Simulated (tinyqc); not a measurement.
Sweeping the field: donor near an oxide interface in a gate field (two-state model).

Interface at z = 0 (hard wall), donor at z = d, field F pulling electrons to the interface: potential e F z; 1 kV/cm = 1e-5 eV/angstrom, c = hbar^2/2m0, q = e^2/(4 pi eps0), Q = (eps - eo)/(eps + eo). Donor state: E_D = e F d - ED - q Q/(4 eps d), the last term joining the images of ion and electron. Interface state: z exp(-b z/2) exp(-rho^2/(2 L^2)) with E_z = c b^2/(4 mz) + 3 e F/b + q Q b/(8 eps), minimised over b; in the plane at z = 3/b the ion (distance D = d - 3/b) and its image (D' = d + 3/b) give E_rho = c/(mt L^2) - (q/eps)(sqrt(pi)/L)[erfcx(D/L) + Q erfcx(D'/L)], erfcx(x) = exp(x^2) erfc(x), minimised over L. E_I = E_z + E_rho.

The two states couple by t = t0 exp(-D/aD) with t0 = q/(eps aD) (2 aD/L) sqrt(aD b/2) v, v a valley factor; this form is an estimate. With detuning u = E_D - E_I the splitting is sqrt(u^2 + 4 t^2) and the lower state has weight (1 - u/sqrt(u^2 + 4 t^2))/2 on the donor.

Constants: hbar^2/2m0 = 3.80998211 eV angstrom^2; e^2/(4 pi eps0) = 14.39964547 eV angstrom.

Parameters, chosen for this exercise (near those of a donor in Si below Si3N4, static dielectric constants; not measured data): d = 90 angstrom (depth of the donor); ED = 43.5 meV (bulk binding energy); mz = 0.901 m0 (mass across the interface); mt = 0.188 m0 (mass in the plane); eps = 11.5 (dielectric constant of the semiconductor); eo = 7.5 (dielectric constant of the oxide); aD = 20.8 angstrom (donor radius); v = 0.42 (valley factor); Fl = (60.251, 69.666, 73.431, 75.314, 77.197, 80.963, 90.377) kV/cm (fields).

Both levels, the splitting, the donor weight and the mean depth w d + (1 - w) 3/b.

Results:
```
F (kV/cm)  E_D (meV)  E_I (meV)  splitting (meV)  donor weight  mean depth (angstrom)
60.251         9.994     18.408             8.60         0.989                   89.4
69.666        18.467     21.679             3.62         0.944                   86.8
73.431        21.856     22.934             1.95         0.777                   76.9
75.314        23.550     23.550             1.60         0.500                   60.4
77.197        25.245     24.161             1.92         0.218                   43.5
80.963        28.634     25.364             3.62         0.048                   33.0
90.377        37.107     28.273             8.96         0.007                   29.4
```

What can be read from this table?

E_D rises by 0.90 and E_I by 0.33 meV per kV/cm, so they cross once, near 75.3 kV/cm, where the splitting is 2t = 1.6 meV. The donor weight passes from 0.85 to 0.15 while the detuning goes from -2t to 2t, a window of 5.6 kV/cm or 7.4 % of the field; across the table the charge moves by 60 angstrom.

(tinyqc, `OMP_NUM_THREADS=1 python tinyqc.py 1282118 1282119 out.jsonl`, Intel(R) Xeon(R) Processor @ 2.30GHz, 1 thread, shared host, about 0.05 s.)
